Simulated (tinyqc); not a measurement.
Implant damage, amorphisation by cascade overlap, and solid-phase epitaxial regrowth: one step, computed by the program tinyqc.

Range and width of the damage are inputs. Dynamic annealing enters only through the surviving share f.

Question. Isothermal regrowth. v = v0 x orientation factor x exp(-E_a/(k_B T)) x [1 + (enhancement - 1) exp(-(z - R_d)^2/(2 s_d^2))], T = anneal temperature + 273.15 K; the dopant is taken to follow the damage profile; the lower front moves from the lower edge z2 to the surface, or to the middle (z1 + z2)/2 of a buried layer with upper edge z1; time = int dz/v; the equivalent undoped distance is that time times the undoped velocity.

Inputs (values chosen for the exercise, modelled on silicon ions in germanium):
```
quantity                           value  unit
depth of the damage peak R_d          31    nm
width of the damage profile s_d       20    nm
regrowth prefactor v0            2.5e+16  nm/s
regrowth energy E_a                 2.16    eV
anneal temperature                   315     C
rate relative to (100)              0.04     -
peak enhancement by the dopant       4.7     -
```

lower edge = 83.14437 nm

upper edge = 0 nm

Constants: k_B = 8.617333262e-05 eV/K.

Give: undoped velocity; distance to regrow; time without enhancement; equivalent undoped distance; time with enhancement.

Answer.

undoped velocity = 3.099e-04 nm/s

distance to regrow = 83.14 nm

time without enhancement = 2.683e+05 s

equivalent undoped distance = 32.82 nm

time with enhancement = 1.059e+05 s

The rate doubles for each 10 K or so near this temperature. Caution: regrowth on (111) is not only slow but leaves twins, which a single velocity does not describe.
